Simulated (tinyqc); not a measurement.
Gate sweep: gated graphene: carriers, quantum capacitance and optical conductivity.

Cones E = +/- hv |k|, four flavours, D(E) = 2|E|/(pi hv^2). n = (2/pi)(kT/hv)^2 F_1(mu/kT), p = (2/pi)(kT/hv)^2 F_1(-mu/kT), in 1/angstrom^2 (1e16 for 1/cm^2); F_1(eta) = integral_0^infinity x dx/(1 + exp(x - eta)). Cq/e^2 = d(n - p)/d mu = (2 kT/(pi hv^2)) ln(2 + 2 cosh(mu/kT)).

Gate: V = mu/e + e (n - p)/Cox with Cox/e^2 = k/(4 pi e2 t), t in angstrom, e2 = e^2/(4 pi eps0); 1/(eV angstrom^2) in C/e^2 equals 1602.176634 microfarad/cm^2; total 1/C = 1/Cox + 1/Cq.

Constants: kB = 8.617333262e-05 eV/K; e^2/(4 pi eps0) = 14.39964547 eV angstrom.

Parameters, chosen for this exercise (Fermi velocity near that of graphene, gate dielectric near hBN; not measured data): hv = 6.61 eV angstrom (hbar vF); T = 300 K; k = 3.24 (dielectric constant of the gate layer); t = 20 nm (its thickness).

Results:
```
V (V)  mu (eV)  n - p (1/cm^2)  n + p (1/cm^2)  Cq (microfarad/cm^2)  C/Cox  Cox V/e (1/cm^2)
0       0.0000               0        1.60e+11                 0.837  0.854                 0
0.081   0.0117        6.20e+10        1.70e+11                 0.867  0.858          7.25e+10
0.54    0.0625        4.28e+11        4.45e+11                  1.56  0.916          4.83e+11
1.1     0.1007        8.95e+11        8.99e+11                  2.37  0.943          9.85e+11
1.9     0.1395        1.58e+12        1.58e+12                  3.26  0.958          1.70e+12
2.7     0.1700        2.27e+12        2.27e+12                  3.97  0.965          2.42e+12
4.1     0.2135        3.48e+12        3.48e+12                  4.98  0.972          3.67e+12
5.9     0.2591        5.05e+12        5.05e+12                  6.05  0.977          5.28e+12
```

Give the missing row, V (V) = 0.22.

Computed row:
```
V (V)  mu (eV)  n - p (1/cm^2)  n + p (1/cm^2)  Cq (microfarad/cm^2)  C/Cox  Cox V/e (1/cm^2)
0.22    0.0302        1.70e+11        2.26e+11                  1.03  0.878          1.97e+11
```

At neutrality n + p = 1.60e+11 1/cm^2 of thermal carriers remain and C/Cox = 0.854; at the last row C/Cox = 0.977 and the plain capacitor rule overstates n - p by 4.6 %. Between the last two rows mu goes as V^0.53; for |mu| well above kT the limits are 1/2 where Cox is small against Cq and 1 where it is large.

Run: tinyqc, `OMP_NUM_THREADS=1 python tinyqc.py 1652092 1652093 out.jsonl`; Intel(R) Xeon(R) Processor @ 2.30GHz, one thread, shared host; about 0.01 s of CPU time with all checks.
